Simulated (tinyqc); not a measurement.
p-n heterojunction, non-linear Poisson equation by Newton steps, Boltzmann statistics: one step of the calculation.

One dimension, material 1 (p-type) at x < 0 and material 2 (n-type) at x > 0. Band edges: Ec = -psi in material 1 and -psi + dEc in material 2, Ev = Ec - Eg. Flat quasi-Fermi levels: 0 for holes, +V for electrons. n = Nc F((EFn - Ec)/Vt), p = Nv F((Ev - EFp)/Vt), with F(eta) = exp(eta) (Boltzmann statistics); full ionisation, no interface charge, classical densities; the doping types are chosen for the exercise.

Question. Check against the first integral. Exact first integral: on each side D^2/(2 eps0 er) = G, G = q [Vt (nI_j - nI_b) + Vt (pI_j - pI_b) - C (psi_j - psi_b)], with C = -N1 or +N2, b the neutral end of that side, and nI, pI the densities themselves. D is continuous, so er1 G1(psi_j) = er2 G2(psi_j) fixes psi_j. Ends from Nv1 F((-psi_L - Eg1)/Vt) = N1 and Nc2 F((V + psi_R - dEc)/Vt) = N2. D is counted positive when psi rises towards material 2.

Inputs (values chosen for the exercise); band and dielectric values close to those of GaAs and AlGaAs:
```
symbol,value,unit,meaning
T,300,K,temperature
Eg1,1.41,eV,band gap of material 1
er1,13,,relative permittivity of material 1
Nc1,4.47e17,cm^-3,conduction-band density of states of material 1
Nv1,8.83e18,cm^-3,valence-band density of states of material 1
Eg2,1.82,eV,band gap of material 2
er2,12,,relative permittivity of material 2
Nc2,7.05e17,cm^-3,conduction-band density of states of material 2
Nv2,1.08e19,cm^-3,valence-band density of states of material 2
dEc,0.25,eV,conduction-band offset Ec2 - Ec1
N1,4e16,cm^-3,acceptor density of material 1
N2,4.2e16,cm^-3,donor density of material 2
V,0,V,bias of side 1 against side 2
```

Constants: q = 1.602176634e-19 C, kB = 1.380649e-23 J/K, Vt = kB T/q, eps0 = 8.8541878128e-14 F/cm where lengths are in cm. Results are converted to the units shown.

Find: psi_j; D; psi_j - psi_L; psi_R - psi_j; Ec1 - EFn at the interface; Ec2 - EFn at the interface.

Answer.

psi_j = -0.55760 V
D = 100.68 nC/cm^2
psi_j - psi_L = 0.71287 V
psi_R - psi_j = 0.73468 V
Ec1 - EFn at the interface = 0.55760 eV
Ec2 - EFn at the interface = 0.80760 eV

Material 2 takes 50.8 % of the bending.

Program tinyqc, `OMP_NUM_THREADS=1 python tinyqc.py 2040143 2040144 out.jsonl`; Intel Xeon 2.30GHz, shared host, one thread, about 0.03 s.
